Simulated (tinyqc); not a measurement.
Plane-wave Kohn-Sham cycle with exchange-only LDA in a layered model solid, step by step. One step of it, computed by the program tinyqc.

Problem. Iteration 1: Hamiltonian at one k. H(m,m') = (k + G_m)^2/2 delta + V(G_m - G_m'), with V(-G) = V(G).

A solid whose potential varies along x alone (atomic units):
```
parameter,value
period a,12.300000
cross-section of the cell,27.000000
electrons per cell,4
grid points,16
"plane waves -n..n, n",3
k points,1
V1 in V1 cos(2 pi x/a),-0.180000
V2 in V2 cos(4 pi x/a),-0.030000
```

V(G_m), m = 0, 1, 2, ... (hartree): -0.225729  -0.090000  -0.015000  0.000000  0.000000  0.000000  0.000000

k = 0.000000 2 pi / a

Give: H.

Solution.

H (hartree), lower triangle:
```
,-3,-2,-1,+0,+1,+2,+3
-3,0.9485
-2,-0.0900,0.2962
-1,-0.0150,-0.0900,-0.0953
+0,0.0000,-0.0150,-0.0900,-0.2257
+1,0.0000,0.0000,-0.0150,-0.0900,-0.0953
+2,0.0000,0.0000,0.0000,-0.0150,-0.0900,0.2962
+3,0.0000,0.0000,0.0000,0.0000,-0.0150,-0.0900,0.9485
```
